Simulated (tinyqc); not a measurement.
# Tail temperature from the power law

Problem. When tail states hold most of the charge, the linear current goes as I = A (Vg - VT)^g with g = 2 Tt/T - 1. Find g, Tt and the tail width kB Tt.

Values chosen for this exercise:
```
symbol,value,unit,meaning
T,250,K,temperature
```

Constants: q = 1.602176634e-19 C, kB = 1.380649e-23 J/K, Vt = kB T/q. Results are converted to the units shown.

I at Vg - VT = 18 and 27 V (nA): [16508.804, 42982.432]

Answer. g is the slope of ln I against ln(Vg - VT).

g = 2.360
Tt = 420.0 K
kB Tt = 36.19 meV

Numbers from tinyqc (`OMP_NUM_THREADS=1 python tinyqc.py 2610053 2610054 out.jsonl`; about 0.01 s on one thread of a shared Intel Xeon 2.30GHz).
